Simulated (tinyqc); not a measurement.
Planar ballistic transistor, top-of-the-barrier model: two steps of the calculation.

At the top of the source barrier, states moving towards the drain are filled by the source (Fermi level 0) and states moving back by the drain (Fermi level -q Vd); nothing scatters. U is the shift of the band edge there, set by the capacitances CG, CD and CS (the total) and by the charge. Parabolic two-dimensional band; the source is grounded.

Parameters, values chosen for the exercise; mass and valleys close to those of silicon (two valleys): temperature T = 300 K; effective mass m = 0.193 m0; valley degeneracy gv = 2; relative permittivity of the gate insulator eox = 3.9; insulator thickness tox = 3.3 nm; gate control CG/CS aG = 0.84; band edge at the barrier top above the source Fermi level at zero bias E0 = 0.3 eV; drain voltage Vd = 0.2 V.

Constants: q = 1.602176634e-19 C, kB = 1.380649e-23 J/K, hbar = 1.054571817e-34 J s, m0 = 9.1093837015e-31 kg, Vt = kB T/q, eps0 = 8.8541878128e-14 F/cm where lengths are in cm. Results are converted to the units shown.

Problem 1. Self-consistent potential at the barrier top. eta1 = -(E0 + U)/Vt, eta2 = eta1 - Vd/Vt, n = (N0/2)[F_0(eta1) + F_0(eta2)], F_0(x) = ln(1 + exp x). U(out) = UL + q (n - n0)/CS. Newton step: U(new) = U + (U(out) - U)/(1 + CQ/CS), CQ = (q/Vt) dn/d(eta1) with both F' summed; F_0'(x) = 1/(1 + exp(-x)).

U at the start (U = UL) = -0.3372 eV
N0 = 4.1684888e12 cm^-2
CS = 1.2457191 uF/cm^2
n0 = 3.8036319e7 cm^-2
UL = -0.3372 eV

Find: eta1; eta2; n; U(out); CQ; U after iteration 1.

Solution 1.

eta1 = 1.439
eta2 = -6.297
n = 3.447e12 cm^-2
U(out) = 0.1061 eV
CQ = 10.46 uF/cm^2
U after iteration 1 = -0.2900 eV

Problem 2. Current, mean velocity and share of the gate voltage. N0 = gv m kB T/(pi hbar^2), CG = eps0 eox/tox, vT = sqrt(2 kB T/(pi m)), CS = CG/aG, n0 = n at U = 0 and Vd = 0. I = q (N0/2) vT [F_(1/2)(eta1) - F_(1/2)(eta2)] per width, F_(1/2)(x) = (2/sqrt(pi)) int_0^infinity u^(1/2)/(1 + exp(u - x)) du. Mean velocity I/(q n). CQ = (q/Vt) dn/d(eta1); the band edge follows the gate as -dU/dVg = aG/(1 + CQ/CS).

converged U = -0.26827137 eV

Give: eta1; n; I; mean velocity; CQ; -dU/dVg.

Solution 2.

eta1 = -1.2273
n = 5.3597e11 cm^-2
I = 109.05 uA/um
mean velocity = 1.2700e7 cm/s
CQ = 2.9293 uF/cm^2
-dU/dVg = 0.25063 eV/V

The carriers from the source are near degeneracy (eta1 = -1.23), and the mean velocity is 1.04 times vT = sqrt(2 kB T/(pi m)) = 1.22e7 cm/s.

Program tinyqc, `OMP_NUM_THREADS=1 python tinyqc.py 2400135 2400136 out.jsonl`; Intel Xeon 2.30GHz, shared host, one thread, about 0.01 s.
